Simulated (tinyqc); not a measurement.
Metal-induced gap states at the contact of a metal chain and a two-band chain: sweeps and comparisons. A value that a table varies takes the place of the one given here.

The semiconductor alternates sites A at -Eg/2 and C at +Eg/2 with hopping -t; the gap runs from -Eg/2 to Eg/2. In the gap cosh(q a) = 1 + (Eg^2/4 - E^2)/(2 t^2) and the amplitude changes by -exp(-q a) a period. The metal has site energy 0 and hopping -tm; its end site has g_m = (E - i sqrt(4 tm^2 - E^2))/(2 tm^2). Sites 1, 2, ... count into the semiconductor, with energies e1, e2 alternating. The clean half chain has g1 = 1/(E - e1 - t^2 g2), g2 = 1/(E - e2 - t^2 g1), decaying root. With the contact G11 = 1/(1/g1 - tc^2 g_m), and the density on site j is -Im G_jj/pi = |psi_j/psi_1|^2 (-Im G11/pi), per spin, with psi_2/psi_1 = -t g2, psi_3/psi_2 = -t g1.

Constants: e^2/(4 pi eps0) = 14.39964547 eV angstrom.

Inputs chosen for the exercise (gap and optical dielectric constant near those of Si; the chain itself is a model; shifted at random, so the results belong to these values and not to a real crystal): Eg = 1.11 eV (gap); t = 2.13 eV (hopping in the semiconductor); tm = 3.08 eV (hopping in the metal); tc = 1.94 eV (hopping across the contact); end = C (site that touches the metal); a = 3.84 angstrom (period (two sites); one chain for each area a^2); eps = 11.7 (dielectric constant); E = -0.21 eV (energy from mid-gap).

## Across the gap

E = f Eg. Share on C: the part of the summed density that lies on C sites, whose orbitals make the conduction edge.

Gap states:

| f | E (eV) | xi = 1/(2q) (angstrom) | D1 (1/eV) | D2 (1/eV) | sum (1/eV) | share on C |
|---|---|---|---|---|---|---|
| -0.48 | -0.533 | 26.32 | 0.0016 | 0.0744 | 0.5599 | 0.021 |
| -0.40 | -0.444 | 12.29 | 0.0081 | 0.0622 | 0.2620 | 0.115 |
| -0.30 | -0.333 | 9.23 | 0.0167 | 0.0544 | 0.2088 | 0.235 |
| -0.15 | -0.167 | 7.74 | 0.0322 | 0.0467 | 0.2018 | 0.408 |
| 0.00 | 0.000 | 7.39 | 0.0527 | 0.0407 | 0.2305 | 0.565 |
| 0.15 | 0.167 | 7.74 | 0.0820 | 0.0345 | 0.2980 | 0.704 |
| 0.30 | 0.333 | 9.23 | 0.1275 | 0.0259 | 0.4506 | 0.831 |
| 0.40 | 0.444 | 12.29 | 0.1749 | 0.0166 | 0.7140 | 0.913 |
| 0.48 | 0.533 | 26.32 | 0.2335 | 0.0044 | 1.7529 | 0.981 |

What can be read from the table?

The decay length xi of the density is shortest at mid-gap, 7.39 angstrom, and grows to 26.3 near the edges. The summed density is least at f = -0.15 (0.2018) and largest at f = 0.48 (1.7529 1/eV). The share on C goes from 0.02 to 0.98 and passes one half near f = -0.062, a point that depends on which site ends the chain. The states turn from valence-like to conduction-like across the gap; the branch point, where the decay is fastest, lies at mid-gap in this symmetric chain and is the usual estimate of the neutrality level.

## Wider gaps pin less

E = 0; Eg is varied and eps follows 1 + (eps0 - 1)(Eg0/Eg), with the given Eg and eps as Eg0 and eps0. xi = 1/(2q), N = 2 (summed density)/a^2, S = 1/(1 + 4 pi e^2 N xi/eps).

Against the gap:

| Eg (eV) | eps | xi (angstrom) | summed density (1/eV) | S | S at fixed eps |
|---|---|---|---|---|---|
| 0.50 | 24.75 | 16.37 | 0.5329 | 0.104 | 0.052 |
| 0.75 | 16.84 | 10.92 | 0.3495 | 0.152 | 0.111 |
| 1.10 | 11.80 | 7.46 | 0.2327 | 0.217 | 0.216 |
| 1.50 | 8.92 | 5.48 | 0.1659 | 0.286 | 0.344 |
| 2.30 | 6.16 | 3.60 | 0.1019 | 0.406 | 0.565 |
| 3.40 | 4.49 | 2.47 | 0.0632 | 0.540 | 0.753 |
| 5.50 | 3.16 | 1.58 | 0.0330 | 0.712 | 0.902 |
| 9.00 | 2.32 | 1.04 | 0.0154 | 0.855 | 0.967 |

How do the results move?

From Eg = 0.5 to 9 eV xi falls by a factor 15.7 and the summed density by 34.7, so at fixed eps S rises from 0.05 to 0.97. The weaker screening of wide-gap solids works against this: with it S goes from 0.10 to 0.86.

## Weakening the contact bond

At the given E, tc is varied, as by a thin spacer. xi = 1/(2q), N = 2 (summed density)/a^2, S = 1/(1 + 4 pi e^2 N xi/eps) with xi and eps kept.

Against tc:

| tc (eV) | D1 (1/eV) | summed density (1/eV) | S |
|---|---|---|---|
| 0.10 | 0.00008 | 0.00058 | 0.9904 |
| 0.25 | 0.00050 | 0.00362 | 0.9428 |
| 0.50 | 0.00202 | 0.01451 | 0.8046 |
| 0.80 | 0.00517 | 0.03712 | 0.6168 |
| 1.20 | 0.01153 | 0.08280 | 0.4191 |
| 1.80 | 0.02452 | 0.17611 | 0.2533 |
| 2.50 | 0.03932 | 0.28235 | 0.1746 |
| 3.50 | 0.04577 | 0.32869 | 0.1538 |

What does this show?

For a weak bond the density goes as tc^2 (ratio 6.25 between 0.25 and 0.1 eV, against 6.25). It is largest at tc = 3.5 eV among these rows, the end of the table; the peak may lie just before or beyond it. S is 0.990 at 0.1 eV and has its least value, 0.154, in that row.

## What each parameter does

xi = 1/(2q), summed density, and S = 1/(1 + 4 pi e^2 N xi/eps), N = 2 (summed density)/a^2. Each row changes one parameter from the base and keeps the others.

Results:

| case | xi (angstrom) | summed density (1/eV) | S |
|---|---|---|---|
| base | 7.980 | 0.19953 | 0.2304 |
| Eg = 1.221 eV | 7.156 | 0.17985 | 0.2703 |
| t = 2.343 eV | 8.774 | 0.18693 | 0.2252 |
| tm = 3.388 eV | 7.980 | 0.18414 | 0.2450 |
| tc = 2.134 eV | 7.980 | 0.23102 | 0.2055 |
| eps = 12.87 | 7.980 | 0.19953 | 0.2478 |
| end = A | 7.980 | 0.32587 | 0.1549 |

What does this show?

The largest shifts from the base row, up to three for each result and ties (the steps differ in size, so this ranks the rows, not the parameters). xi (angstrom): Eg -0.824, t +0.794; unchanged at the printed digits by tm, tc, eps and end. summed density (1/eV): end +0.12635, tc +0.03149, Eg -0.01968; unchanged at the printed digits by eps. S: end -0.0755, Eg +0.0399, tc -0.0250. The decay length belongs to the semiconductor alone; the metal and the contact set only the amplitude.

(tinyqc, `OMP_NUM_THREADS=1 python tinyqc.py 1450933 1450934 out.jsonl`, Intel(R) Xeon(R) Processor @ 2.30GHz, 1 thread, shared host, about 0.01 s.)
